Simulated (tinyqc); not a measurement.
Trap density from one capacitance.

Inverse problem. Traps spread evenly through the insulator exchange electrons with the semiconductor by tunnelling, with tau(x) = t0 exp(2 ka x) at depth x from the interface. The admittance per area Y seen at depth x obeys dY/dx = -Y^2/(i w eps0 eox) + q Nb ln(1 + i w tau)/tau, with Y(0) = i w Cs and w = 2 pi f; the gate sees Y(tox) = G + i w C. Working variable y = Y/(i w), in uF/cm^2. Cox = eps0 eox/tox. Find Nb and G/w.

Values chosen for this exercise: relative permittivity of the insulator eox = 8.56; insulator thickness tox = 9.8 nm; semiconductor capacitance in accumulation Cs = 1.9 uF/cm^2; decay constant of the wave function in the insulator ka = 3.7 1/nm; time constant of a trap at the interface t0 = 2e-11 s; frequency f = 1000 Hz.

Constants: q = 1.602176634e-19 C, eps0 = 8.8541878128e-14 F/cm where lengths are in cm. Results are converted to the units shown.

C = 0.62457969 uF/cm^2

Answer. C rises steadily with Nb, so one density matches; in practice ka and t0 must come from the frequency dependence.

Nb = 1.80e19 cm^-3 eV^-1
G/w = 0.00891 uF/cm^2

Program tinyqc, `OMP_NUM_THREADS=1 python tinyqc.py 2202177 2202178 out.jsonl`; Intel Xeon 2.30GHz, shared host, one thread, about 0.5 s.
